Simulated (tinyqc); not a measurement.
UKS/LDA (PW92) in the sto-3g basis, for H4+, spin multiplicity 2, step by step. Computed by tinyqc, a small Python program that keeps every step (integrals from PySCF). Settings: charge = 1, multiplicity = 2, basis = sto-3g, energy threshold = 1e-10, iteration cap = 75, orthogonalisation = symmetric, start = atomic densities, DIIS depth = 0, method = UKS, functional = lda,pw, grid = [30, 26]. Command: `OMP_NUM_THREADS=1 python tinyqc.py 26402 26403 out.jsonl` (the two numbers bound the seeds that draw the settings). One thread of a shared host (Intel(R) Xeon(R) Processor @ 2.60GHz), about 2 s of CPU time with the checks. Later iterations appear only in the table of the cycle.

## One-electron integrals

Geometry (angstrom):
```
atom       x       y       z
H     0.0000  0.0000  0.0000
H     0.0000  0.0000  1.6520
H     0.0000  0.0000  2.6540
H     0.0000  0.0000  4.3060
```

Basis sto-3g: exponents (1/bohr^2) and contraction coefficients of normalised primitives:
```
element  l (shell)  exponent  coefficient
H            s (1)    3.4253       0.1543
H            s (1)    0.6239       0.5353
H            s (1)    0.1689       0.4446
```

Overlap, kinetic and nuclear-attraction integrals over the contracted functions; the nuclear repulsion is the sum of Za Zb / Rab.

nuclear repulsion = 1.690441 hartree

overlap S, order 1H 1s, 2H 1s, 3H 1s, 4H 1s:
```
[[1.0000, 0.2056, 0.0369, 0.0008],
 [0.2056, 1.0000, 0.4953, 0.0369],
 [0.0369, 0.4953, 1.0000, 0.2056],
 [0.0008, 0.0369, 0.2056, 1.0000]]
```

kinetic energy T (hartree), order 1H 1s, 2H 1s, 3H 1s, 4H 1s:
```
[[0.7600, -0.0004, -0.0096, -0.0006],
 [-0.0004, 0.7600, 0.1106, -0.0096],
 [-0.0096, 0.1106, 0.7600, -0.0004],
 [-0.0006, -0.0096, -0.0004, 0.7600]]
```

nuclear attraction V (hartree), order 1H 1s, 2H 1s, 3H 1s, 4H 1s:
```
[[-1.8686, -0.3462, -0.0627, -0.0013],
 [-0.3462, -2.2577, -1.0376, -0.0627],
 [-0.0627, -1.0376, -2.2577, -0.3462],
 [-0.0013, -0.0627, -0.3462, -1.8686]]
```

core Hamiltonian H = T + V (hartree), order 1H 1s, 2H 1s, 3H 1s, 4H 1s:
```
[[-1.1085, -0.3466, -0.0723, -0.0019],
 [-0.3466, -1.4977, -0.9270, -0.0723],
 [-0.0723, -0.9270, -1.4977, -0.3466],
 [-0.0019, -0.0723, -0.3466, -1.1085]]
```

## Two-electron integrals

Functions are numbered as in S; the eight-fold symmetry (ij|kl) = (ji|kl) = (kl|ij) leaves the list below.

Two-electron integrals (ij|kl) in chemists' order, unique and non-zero (hartree):
```
(11|11) 0.7746     (21|11) 0.1057     (21|21) 0.0232     (22|11) 0.3165
(22|21) 0.1057     (22|22) 0.7746     (31|11) 0.0145     (31|21) 0.0037
(31|22) 0.0201     (31|31) 0.0006     (32|11) 0.1227     (32|21) 0.0397
(32|22) 0.3084     (32|31) 0.0086     (32|32) 0.1570     (33|11) 0.1993
(33|21) 0.0609     (33|22) 0.4774     (33|31) 0.0145     (33|32) 0.3084
(33|33) 0.7746     (41|11) 1.98e-04   (41|21) 5.92e-05   (41|22) 4.05e-04
(41|31) 1.22e-05   (41|32) 2.04e-04   (41|33) 4.05e-04   (41|41) 2.84e-07
(42|11) 0.0067     (42|21) 0.0020     (42|22) 0.0145     (42|31) 4.44e-04
(42|32) 0.0086     (42|33) 0.0201     (42|41) 1.22e-05   (42|42) 0.0006
(43|11) 0.0316     (43|21) 0.0087     (43|22) 0.0609     (43|31) 0.0020
(43|32) 0.0397     (43|33) 0.1057     (43|41) 5.92e-05   (43|42) 0.0037
(43|43) 0.0232     (44|11) 0.1229     (44|21) 0.0316     (44|22) 0.1993
(44|31) 0.0067     (44|32) 0.1227     (44|33) 0.3165     (44|41) 1.98e-04
(44|42) 0.0145     (44|43) 0.1057     (44|44) 0.7746
```

## Orthogonalisation

S = U s U^T; symmetric (Loewdin) form X = U s^(-1/2) U^T, so that X^T S X = 1.

eigenvalues of S: [0.4526, 0.9017, 1.0513, 1.5944]

X, order 1H 1s, 2H 1s, 3H 1s, 4H 1s:
```
[[1.0177, -0.1177, 0.0263, -0.0020],
 [-0.1177, 1.1356, -0.3063, 0.0263],
 [0.0263, -0.3063, 1.1356, -0.1177],
 [-0.0020, 0.0263, -0.1177, 1.0177]]
```

## Starting guess

The start is atomic minimal-basis densities projected into this basis (PySCF's MINAO start) and scaled to the electron count of each spin; this density is not idempotent, so its energy is not variational and may lie below the converged one.

D(alpha) at the start, order 1H 1s, 2H 1s, 3H 1s, 4H 1s:
```
[[0.4919, 0.0394, 0.0068, 0.0024],
 [0.0394, 0.4677, 0.0478, 0.0068],
 [0.0068, 0.0478, 0.4677, 0.0394],
 [0.0024, 0.0068, 0.0394, 0.4919]]
```

D(beta) at the start, order 1H 1s, 2H 1s, 3H 1s, 4H 1s:
```
[[0.2459, 0.0197, 0.0034, 0.0012],
 [0.0197, 0.2339, 0.0239, 0.0034],
 [0.0034, 0.0239, 0.2339, 0.0197],
 [0.0012, 0.0034, 0.0197, 0.2459]]
```

## Iteration 1: exchange-correlation on the grid

Becke grid with 30 radial and 26 angular points per atom, points of zero weight dropped. rho = sum D_ij phi_i phi_j; V_xc,ij = sum w v_xc phi_i phi_j; v_xc is d(rho eps)/d rho(s) for spin s.

The 16 grid points with the largest w rho, of 3084 (bohr, atomic units):
```
x              y       z       w  rho(alpha)  rho(beta)   eps_xc  v_xc(alpha)
0.0000   -1.2958  5.0153  0.2332      0.0135     0.0067  -0.2467      -0.3353
1.2958    0.0000  5.0153  0.2332      0.0135     0.0067  -0.2467      -0.3353
0.0000    1.2958  5.0153  0.2332      0.0135     0.0067  -0.2467      -0.3353
-1.2958   0.0000  5.0153  0.2332      0.0135     0.0067  -0.2467      -0.3353
-1.2958   0.0000  3.1218  0.2332      0.0135     0.0067  -0.2467      -0.3353
0.0000    1.2958  3.1218  0.2332      0.0135     0.0067  -0.2467      -0.3353
1.2958    0.0000  3.1218  0.2332      0.0135     0.0067  -0.2467      -0.3353
0.0000   -1.2958  3.1218  0.2332      0.0135     0.0067  -0.2467      -0.3353
0.0000   -1.0769  5.0153  0.1415      0.0220     0.0110  -0.2864      -0.3905
1.0769    0.0000  5.0153  0.1415      0.0220     0.0110  -0.2864      -0.3905
0.0000    1.0769  5.0153  0.1415      0.0220     0.0110  -0.2864      -0.3905
-1.0769   0.0000  5.0153  0.1415      0.0220     0.0110  -0.2864      -0.3905
-1.0769   0.0000  3.1218  0.1415      0.0220     0.0110  -0.2864      -0.3905
0.0000    1.0769  3.1218  0.1415      0.0220     0.0110  -0.2864      -0.3905
1.0769    0.0000  3.1218  0.1415      0.0220     0.0110  -0.2864      -0.3905
0.0000   -1.0769  3.1218  0.1415      0.0220     0.0110  -0.2864      -0.3905
```

electrons on the grid, sum of w rho = 2.9987

E_xc = sum of w rho eps_xc = -0.895922 hartree

V_xc(alpha) (hartree), order 1H 1s, 2H 1s, 3H 1s, 4H 1s:
```
[[-0.3975, -0.0667, -0.0117, -0.0002],
 [-0.0667, -0.4233, -0.1973, -0.0117],
 [-0.0117, -0.1973, -0.4233, -0.0667],
 [-0.0002, -0.0117, -0.0667, -0.3975]]
```

V_xc(beta) (hartree), order 1H 1s, 2H 1s, 3H 1s, 4H 1s:
```
[[-0.3450, -0.0585, -0.0102, -0.0002],
 [-0.0585, -0.3666, -0.1714, -0.0102],
 [-0.0102, -0.1714, -0.3666, -0.0585],
 [-0.0002, -0.0102, -0.0585, -0.3450]]
```

## Iteration 1: building the Kohn-Sham matrix

J_ij = sum D_kl (ij|kl) with D = D(alpha) + D(beta); F = H + J + V_xc; E = tr D H + tr D J / 2 + E_xc + E_nn.

Coulomb J (hartree), order 1H 1s, 2H 1s, 3H 1s, 4H 1s:
```
[[1.0584, 0.2277, 0.0419, 0.0009],
 [0.2277, 1.3237, 0.6460, 0.0419],
 [0.0419, 0.6460, 1.3237, 0.2277],
 [0.0009, 0.0419, 0.2277, 1.0584]]
```

F(alpha) (hartree), order 1H 1s, 2H 1s, 3H 1s, 4H 1s:
```
[[-0.4476, -0.1856, -0.0421, -0.0013],
 [-0.1856, -0.5973, -0.4783, -0.0421],
 [-0.0421, -0.4783, -0.5973, -0.1856],
 [-0.0013, -0.0421, -0.1856, -0.4476]]
```

F(beta) (hartree), order 1H 1s, 2H 1s, 3H 1s, 4H 1s:
```
[[-0.3951, -0.1774, -0.0407, -0.0013],
 [-0.1774, -0.5405, -0.4524, -0.0407],
 [-0.0407, -0.4524, -0.5405, -0.1774],
 [-0.0013, -0.0407, -0.1774, -0.3951]]
```

total energy of this density = -1.377005 hartree

This density is the starting one; it is not idempotent, so its energy is not variational and may lie below the converged one.

## Iteration 1: diagonalisation and new density

Diagonalise F' = X^T F X, C = X C', fill 2 alpha and 1 beta electrons from the bottom; D(s) = C_occ C_occ^T. Each column has its largest component positive (the first on a tie).

F' = X^T F X (alpha) (hartree):
```
[[-0.4271, -0.0971, 0.0266, -0.0027],
 [-0.0971, -0.4529, -0.2560, 0.0266],
 [0.0266, -0.2560, -0.4529, -0.0971],
 [-0.0027, 0.0266, -0.0971, -0.4271]]
```

orbital energies (alpha) (hartree): [-0.7258, -0.4787, -0.4130, -0.1426]

coefficients C (alpha), order 1H 1s, 2H 1s, 3H 1s, 4H 1s:
```
[[0.1035, 0.6193, 0.7137, -0.3831],
 [0.5555, 0.3165, -0.1987, 0.9746],
 [0.5555, -0.3165, -0.1987, -0.9746],
 [0.1035, -0.6193, 0.7137, 0.3831]]
```

F' = X^T F X (beta) (hartree):
```
[[-0.3740, -0.1005, 0.0271, -0.0027],
 [-0.1005, -0.3939, -0.2592, 0.0271],
 [0.0271, -0.2592, -0.3939, -0.1005],
 [-0.0027, 0.0271, -0.1005, -0.3740]]
```

orbital energies (beta) (hartree): [-0.6714, -0.4270, -0.3584, -0.0789]

coefficients C (beta), order 1H 1s, 2H 1s, 3H 1s, 4H 1s:
```
[[0.1109, 0.6200, 0.7126, -0.3820],
 [0.5534, 0.3148, -0.2045, 0.9751],
 [0.5534, -0.3148, -0.2045, -0.9751],
 [0.1109, -0.6200, 0.7126, 0.3820]]
```

D(alpha) after iteration 1, order 1H 1s, 2H 1s, 3H 1s, 4H 1s:
```
[[0.3943, 0.2535, -0.1385, -0.3729],
 [0.2535, 0.4087, 0.2084, -0.1385],
 [-0.1385, 0.2084, 0.4087, 0.2535],
 [-0.3729, -0.1385, 0.2535, 0.3943]]
```

D(beta) after iteration 1, order 1H 1s, 2H 1s, 3H 1s, 4H 1s:
```
[[0.0123, 0.0614, 0.0614, 0.0123],
 [0.0614, 0.3062, 0.3062, 0.0614],
 [0.0614, 0.3062, 0.3062, 0.0614],
 [0.0123, 0.0614, 0.0614, 0.0123]]
```

## Iteration 2: exchange-correlation on the grid

As before.

The 16 grid points with the largest w rho, of 3084 (bohr, atomic units):
```
x              y       z       w  rho(alpha)  rho(beta)   eps_xc  v_xc(alpha)
0.0000    0.0000  4.1295  0.0508      0.0709     0.0703  -0.4404      -0.5767
0.0000    0.0000  4.0077  0.0508      0.0709     0.0703  -0.4404      -0.5767
0.0000    1.2958  5.0153  0.2332      0.0148     0.0128  -0.2676      -0.3531
0.0000   -1.2958  5.0153  0.2332      0.0148     0.0128  -0.2676      -0.3531
1.2958    0.0000  5.0153  0.2332      0.0148     0.0128  -0.2676      -0.3531
-1.2958   0.0000  5.0153  0.2332      0.0148     0.0128  -0.2676      -0.3531
0.0000   -1.2958  3.1218  0.2332      0.0148     0.0128  -0.2676      -0.3531
-1.2958   0.0000  3.1218  0.2332      0.0148     0.0128  -0.2676      -0.3531
1.2958    0.0000  3.1218  0.2332      0.0148     0.0128  -0.2676      -0.3531
0.0000    1.2958  3.1218  0.2332      0.0148     0.0128  -0.2676      -0.3531
-0.7615   0.0000  4.2539  0.0843      0.0384     0.0377  -0.3642      -0.4766
0.0000    0.7615  4.2539  0.0843      0.0384     0.0377  -0.3642      -0.4766
0.7615    0.0000  4.2539  0.0843      0.0384     0.0377  -0.3642      -0.4766
0.0000   -0.7615  4.2539  0.0843      0.0384     0.0377  -0.3642      -0.4766
-0.7615   0.0000  3.8833  0.0843      0.0384     0.0377  -0.3642      -0.4766
0.0000    0.7615  3.8833  0.0843      0.0384     0.0377  -0.3642      -0.4766
```

electrons on the grid, sum of w rho = 2.9994

E_xc = sum of w rho eps_xc = -0.920420 hartree

V_xc(alpha) (hartree), order 1H 1s, 2H 1s, 3H 1s, 4H 1s:
```
[[-0.3676, -0.0669, -0.0121, -0.0003],
 [-0.0669, -0.4413, -0.2081, -0.0121],
 [-0.0121, -0.2081, -0.4413, -0.0669],
 [-0.0003, -0.0121, -0.0669, -0.3676]]
```

V_xc(beta) (hartree), order 1H 1s, 2H 1s, 3H 1s, 4H 1s:
```
[[-0.2405, -0.0558, -0.0109, -0.0002],
 [-0.0558, -0.4240, -0.2025, -0.0109],
 [-0.0109, -0.2025, -0.4240, -0.0558],
 [-0.0002, -0.0109, -0.0558, -0.2405]]
```

## Iteration 2: building the Kohn-Sham matrix

As before.

Coulomb J (hartree), order 1H 1s, 2H 1s, 3H 1s, 4H 1s:
```
[[0.9431, 0.2350, 0.0456, 0.0010],
 [0.2350, 1.5216, 0.7496, 0.0456],
 [0.0456, 0.7496, 1.5216, 0.2350],
 [0.0010, 0.0456, 0.2350, 0.9431]]
```

F(alpha) (hartree), order 1H 1s, 2H 1s, 3H 1s, 4H 1s:
```
[[-0.5331, -0.1786, -0.0388, -0.0012],
 [-0.1786, -0.4173, -0.3855, -0.0388],
 [-0.0388, -0.3855, -0.4173, -0.1786],
 [-0.0012, -0.0388, -0.1786, -0.5331]]
```

F(beta) (hartree), order 1H 1s, 2H 1s, 3H 1s, 4H 1s:
```
[[-0.4059, -0.1675, -0.0377, -0.0012],
 [-0.1675, -0.4000, -0.3799, -0.0377],
 [-0.0377, -0.3799, -0.4000, -0.1675],
 [-0.0012, -0.0377, -0.1675, -0.4059]]
```

total energy of this density = -1.642368 hartree

## Iteration 2: diagonalisation and new density

As before.

F' = X^T F X (alpha) (hartree):
```
[[-0.5151, -0.0991, 0.0246, -0.0024],
 [-0.0991, -0.2714, -0.2523, 0.0246],
 [0.0246, -0.2523, -0.2714, -0.0991],
 [-0.0024, 0.0246, -0.0991, -0.5151]]
```

orbital energies (alpha) (hartree): [-0.5952, -0.5420, -0.4460, 0.0102]

coefficients C (alpha), order 1H 1s, 2H 1s, 3H 1s, 4H 1s:
```
[[0.4507, 0.6783, 0.5630, -0.2651],
 [0.3783, 0.1356, -0.4527, 1.0157],
 [0.3783, -0.1356, -0.4527, -1.0157],
 [0.4507, -0.6783, 0.5630, 0.2651]]
```

F' = X^T F X (beta) (hartree):
```
[[-0.3858, -0.1038, 0.0262, -0.0026],
 [-0.1038, -0.2525, -0.2562, 0.0262],
 [0.0262, -0.2562, -0.2525, -0.1038],
 [-0.0026, 0.0262, -0.1038, -0.3858]]
```

orbital energies (beta) (hartree): [-0.5467, -0.4228, -0.3504, 0.0434]

coefficients C (beta), order 1H 1s, 2H 1s, 3H 1s, 4H 1s:
```
[[0.2581, 0.6601, 0.6734, -0.3076],
 [0.4981, 0.1998, -0.3162, 1.0050],
 [0.4981, -0.1998, -0.3162, -1.0050],
 [0.2581, -0.6601, 0.6734, 0.3076]]
```

D(alpha) after iteration 2, order 1H 1s, 2H 1s, 3H 1s, 4H 1s:
```
[[0.6631, 0.2625, 0.0785, -0.2569],
 [0.2625, 0.1615, 0.1247, 0.0785],
 [0.0785, 0.1247, 0.1615, 0.2625],
 [-0.2569, 0.0785, 0.2625, 0.6631]]
```

D(beta) after iteration 2, order 1H 1s, 2H 1s, 3H 1s, 4H 1s:
```
[[0.0666, 0.1286, 0.1286, 0.0666],
 [0.1286, 0.2481, 0.2481, 0.1286],
 [0.1286, 0.2481, 0.2481, 0.1286],
 [0.0666, 0.1286, 0.1286, 0.0666]]
```

## Convergence

Stop when the energy changes by less than 1e-10 hartree and every element of the error matrix X^T (F D S - S D F) X (for each spin) is below 3e-06.

Course of the cycle:
```
iteration  E (hartree)     change  largest element of the error matrix
1            -1.377005          -                             2.09e-02
2            -1.642368  -2.65e-01                             8.15e-02
3            -1.614831   2.75e-02                             9.37e-02
4            -1.638949  -2.41e-02                             8.09e-02
5            -1.607432   3.15e-02                             1.00e-01
6            -1.636127  -2.87e-02                             8.40e-02
7            -1.601954   3.42e-02                             1.04e-01
8            -1.633591  -3.16e-02                             8.71e-02
9            -1.596665   3.69e-02                             1.07e-01
10           -1.631095  -3.44e-02                             9.00e-02
11           -1.591399   3.97e-02                             1.10e-01
12           -1.628594  -3.72e-02                             9.28e-02
13           -1.586081   4.25e-02                             1.13e-01
14           -1.626051  -4.00e-02                             9.56e-02
...                ...        ...                                  ...
62           -1.135868   2.44e-15                             3.21e-01
63           -1.135868  -3.11e-15                             3.21e-01
64           -1.135868   3.55e-15                             3.21e-01
65           -1.135868  -2.89e-15                             3.21e-01
66           -1.135868   3.11e-15                             3.21e-01
67           -1.135868  -3.77e-15                             3.21e-01
68           -1.135868   3.55e-15                             3.21e-01
69           -1.135868  -3.77e-15                             3.21e-01
70           -1.135868   2.44e-15                             3.21e-01
71           -1.135868  -4.44e-16                             3.21e-01
72           -1.135868   1.55e-15                             3.21e-01
73           -1.135868  -4.22e-15                             3.21e-01
74           -1.135868   4.88e-15                             3.21e-01
75           -1.135868  -4.44e-15                             3.21e-01
```

PySCF UKS in the same basis, fine grid, after a stability check = -1.674664 hartree

Not converged within the cap of 75 iterations: the residual has stopped falling. Reruns (cap 100 unless said): DIIS 8: converged in 13; damping 0.5: converged in 33; level shift 0.5: converged in 32; atomic densities as start, DIIS 8: converged in 13; the original settings with a cap of 400: not converged.
